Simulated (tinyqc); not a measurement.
# Undoped symmetric double-gate MOSFET, analytic potential model: two studies

An undoped body of thickness ts between two equal insulators and tied gates; long channel, electrons only, n = ni exp((psi - V)/Vt) with V the quasi-Fermi potential (0 at the source, Vd at the drain), constant mobility, no quantisation. Across the body psi(x) = V - 2 Vt ln[(ts/(2 beta)) sqrt(q ni/(2 eps0 eps_r Vt)) cos(2 beta x/ts)], x from the centre. Q is the electron charge per area of the whole body.

Parameters, values chosen for the exercise; material values close to those of silicon: temperature T = 325 K; band gap Eg = 1.13 eV; relative permittivity of the semiconductor eps_r = 11.7; conduction-band density of states at T Nc = 3.21e19 cm^-3; valence-band density of states at T Nv = 2.94e19 cm^-3; relative permittivity of the gate insulator eox = 25.9; insulator thickness tox = 10 nm; body thickness ts = 8 nm; gate work function less that of the intrinsic body dphi = 0.18 V; channel mobility mu = 380 cm^2/(V s); gate length L = 0.2 um; drain voltage Vd = 1 V.

Constants: q = 1.602176634e-19 C, kB = 1.380649e-23 J/K, Vt = kB T/q, eps0 = 8.8541878128e-14 F/cm where lengths are in cm. Results are converted to the units shown.

Each table varies one quantity; the others keep the values above.

## Effect of the gate work function less that of the intrinsic body

ni = sqrt(Nc Nv) exp(-Eg/(2 Vt)), Eg in volts; r = eps_r tox/(eox ts); V0 = dphi + 2 Vt ln[(2/ts) sqrt(2 eps0 eps_r Vt/(q ni))]. beta (between 0 and pi/2) solves (Vg - V0 - V)/(2 Vt) = ln(beta) - ln(cos beta) + 2 r beta tan(beta). Q = 8 eps0 eps_r Vt beta tan(beta)/ts; I = mu (1/L)(4 eps0 eps_r/ts)(2 Vt)^2 [g(beta_s) - g(beta_d)] per width, g = beta tan(beta) - beta^2/2 + r beta^2 tan^2(beta), with beta_s at V = 0 and beta_d at V = Vd.  I(low) is taken at Vg = 0.42 V, Qs and I(high) at Vg = 1.17 V.

Result of one run:
```
dphi (V)   V0 (V)  I(low) (nA/um)  Qs(high) (nC/cm^2)  I(high) (uA/um)
0.03      0.52196          390.60              2423.3           1443.9
```

What becomes of these results when the gate work function less that of the intrinsic body dphi is changed from 0.03 to 0.33 V, all else the same?

Result of the changed run:
```
dphi (V)   V0 (V)  I(low) (nA/um)  Qs(high) (nC/cm^2)  I(high) (uA/um)
0.33      0.82196       0.0090242              1216.6           410.96
```

The whole series:
```
dphi (V)   V0 (V)  I(low) (nA/um)  Qs(high) (nC/cm^2)  I(high) (uA/um)
0.03      0.52196          390.60              2423.3           1443.9
0.08      0.57196          67.513              2216.4           1223.5
0.13      0.62196          11.385              2011.2           1022.7
0.18      0.67196          1.9115              1808.2           841.29
0.23      0.72196         0.32070              1607.8           679.05
0.28      0.77196        0.053797              1410.4           535.71
0.33      0.82196       0.0090242              1216.6           410.96
```

As dphi goes from 0.03 to 0.33 V, I(low) falls from 391 to 0.00902 nA/um and I(high) falls from 1440 to 411 uA/um. V0 rises from 0.522 to 0.822 V. In every row the surface density at the source at the higher gate voltage passes 0.3 Nc, where Boltzmann statistics fail. In every row mu V/L at the higher gate voltage, with V the smaller of Vd and Vg - V0, passes 3e6 cm/s, so velocity saturation would lower the current.

## Transfer curve and volume inversion

Q = 8 eps0 eps_r Vt beta tan(beta)/ts; I = mu (1/L)(4 eps0 eps_r/ts)(2 Vt)^2 [g(beta_s) - g(beta_d)] per width, g = beta tan(beta) - beta^2/2 + r beta^2 tan^2(beta), with beta_s at V = 0 and beta_d at V = Vd. The drop is psi(surface) - psi(centre) at the source end; C = dQs/dVg, Cg = 2 eps0 eox/tox; gm = dI/dVg.

Transfer curve and volume inversion:
```
Vg (V)  Qs (nC/cm^2)  drop (mV)       C/Cg  I (uA/um)  gm/I (1/V)
0.37       0.0060266  5.8175e-4  4.6915e-5  3.2070e-4      35.705
0.46         0.14965   0.014444  0.0011633  0.0079691      35.679
0.55          3.5944    0.34626   0.027005    0.19473      35.071
0.63          42.406     3.9957    0.23215     2.7348      29.462
0.72          208.81     17.967    0.54359     22.362      17.742
0.81          467.81     35.439    0.69350     79.341      11.203
0.9           772.11     51.391    0.77378     184.89      7.9347
0.98          1064.8     63.646    0.81881     324.28      6.2388
1.07          1410.4     75.492    0.85336     535.71      5.0022
```

What does the table show?

The current rises from 3.21e-4 to 536 uA/um. In the first row gm/I is 35.7 1/V, within 0.01 % of 1/Vt: with no depletion charge the whole body follows the gate, and the swing is ideal. The drop between surface and centre goes from 5.8e-4 to 75.5 mV and passes Vt at Vg = 0.81 V among the rows; below that the density varies across the body by less than a factor of e (volume inversion). C reaches 0.85 of Cg in the last row. For Vg = 0.9 to 1.07 V the surface density at the source passes 0.3 Nc, where Boltzmann statistics fail. For Vg = 0.9 to 1.07 V mu V/L, with V the smaller of Vd and Vg - V0, passes 3e6 cm/s, so velocity saturation would lower the current.

tinyqc, about 0.01 s, one thread, Intel Xeon 2.30GHz (shared host): `OMP_NUM_THREADS=1 python tinyqc.py 2440030 2440031 out.jsonl`
